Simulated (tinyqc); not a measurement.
## Permittivity and interlayer from two capacitances

Problem. A two-layer stack has Cox = eps0/(t1/e1 + t2/e2) and EOT = 3.9 eps0/Cox. Find e2, the EOT of layer 1 and, with e1 given, t1.

Inputs (values chosen for the exercise):
```
symbol,value,unit,meaning
e1,3.83,,relative permittivity of layer 1
```

Constants: eps0 = 8.8541878128e-14 F/cm where lengths are in cm. Results are converted to the units shown.

Cox at t2 = 1.8 and 7.3 nm (uF/cm^2): [2.2591908, 1.4007725]

Answer. EOT is linear in t2 with slope 3.9/e2, and its intercept is the EOT of layer 1.

e2 = 22.9
EOT of layer 1 = 1.22 nm
t1 = 1.20 nm

tinyqc, about 0.01 s, one thread, Intel Xeon 2.30GHz (shared host): `OMP_NUM_THREADS=1 python tinyqc.py 2010168 2010169 out.jsonl`
